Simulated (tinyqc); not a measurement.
Coupled-perturbed Hartree-Fock on RHF in the sto-3g basis, for B+, spin multiplicity 1, step by step. One step of it, computed by the program tinyqc.

Problem. Coupled step 2. U_ai = -(mu_ai + sum_bj [4 (ai|bj) - (ab|ij) - (aj|bi)] U_bj) / (e_a - e_i); alpha = -4 sum U_ai mu_ai.

U after step 1:
```
,i1,i2
a3,0.000000,0.000000
a4,0.001989,-1.943228
a5,0.000000,0.000000
```

dipole integrals <a|y|i> (bohr):
```
,i1,i2
a3,0.000000,0.000000
a4,0.115057,0.970112
a5,0.000000,0.000000
```

orbital energies (hartree): MO1 -7.986287, MO2 -0.849252, MO3 -0.200518, MO4 -0.200518, MO5 -0.200518

Two-electron integrals over orbitals (pq|rs), unique and non-zero (hartree):
```
p,q,r,s,(pq|rs)
1,1,1,1,2.897294
2,1,1,1,-0.324303
2,1,2,1,0.057850
2,2,1,1,0.742479
2,2,2,1,-0.018490
2,2,2,2,0.525885
3,1,3,1,0.021414
3,2,3,1,0.027489
3,2,3,2,0.112771
3,3,1,1,0.742089
3,3,2,1,-0.011529
3,3,2,2,0.533524
3,3,3,3,0.586773
4,1,4,1,0.021414
4,2,4,1,0.027489
4,2,4,2,0.112771
4,3,4,3,0.031630
4,4,1,1,0.742089
4,4,2,1,-0.011529
4,4,2,2,0.533524
4,4,3,3,0.523513
4,4,4,4,0.586773
5,1,5,1,0.021414
5,2,5,1,0.027489
5,2,5,2,0.112771
5,3,5,3,0.031630
5,4,5,4,0.031630
5,5,1,1,0.742089
5,5,2,1,-0.011529
5,5,2,2,0.533524
5,5,3,3,0.523513
5,5,4,4,0.523513
5,5,5,5,0.586773
```

Give: U after step 2; polarisability.

Solution.

U after step 2:
```
,i1,i2
a3,0.0000,0.0000
a4,0.0089,-2.0804
a5,0.0000,0.0000
```

polarisability = 8.0689 bohr^3
